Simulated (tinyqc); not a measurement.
Deep-level transient spectroscopy (DLTS) of one majority-carrier trap: one step, computed by the program tinyqc. Command: `OMP_NUM_THREADS=1 python tinyqc.py 3007694 3007695 out.jsonl dlts walk`. One thread of a shared host (Intel(R) Xeon(R) Processor @ 2.30GHz), about 0.07 s of CPU time with the checks.

A filling pulse loads the traps in a one-sided junction; under reverse bias they empty at the rate e, and the capacitance relaxes as C(t) = C_0 - dC exp(-e t). The signal is S = [C(t_2) - C(t_1)]/dC.

Question. Peak temperature and width. e = g sigma v N_b exp(-E/k_B T), v = sqrt(3 k_B T/m), N_b = 2 M (2 pi m k_B T/h^2)^(3/2), sigma = sigma_0, E = E_t. S(e) = exp(-e t_1) - exp(-e t_2) peaks at the rate window e_0 = ln(t_2/t_1)/(t_2 - t_1). T_p solves e(T) = e_0 (bisection between 15 and 1500 K); the half-height points solve S = S_max/2 on either side.

Inputs (values chosen for the exercise, for a model semiconductor): density-of-states mass m = 0.593 m_0; valleys M = 1; trap depth E_t = 0.485 eV; cross-section sigma_0 = 1.6e-16 cm^2; degeneracy ratio g = 1; gate time t_1 = 0.0005 s; ratio t_2/t_1 = 10; temperature T = 309 K.

Carriers: holes. Extra term: none.

rate window e_0 = 511.6856 1/s

peak height S_max = 0.6968373

Constants: k_B = 8.617333262e-05 eV/K; k_B = 1.380649e-23 J/K; m_0 = 9.1093837015e-31 kg; h = 6.62607015e-34 J s.

Give: peak temperature T_p; lower half-height point; upper half-height point; full width.

Answer.

peak temperature T_p = 314.35 K

lower half-height point = 290.63 K

upper half-height point = 338.33 K

full width = 47.698 K

The width is 15.2 % of T_p, and E_t is 17.9 k_B T_p.
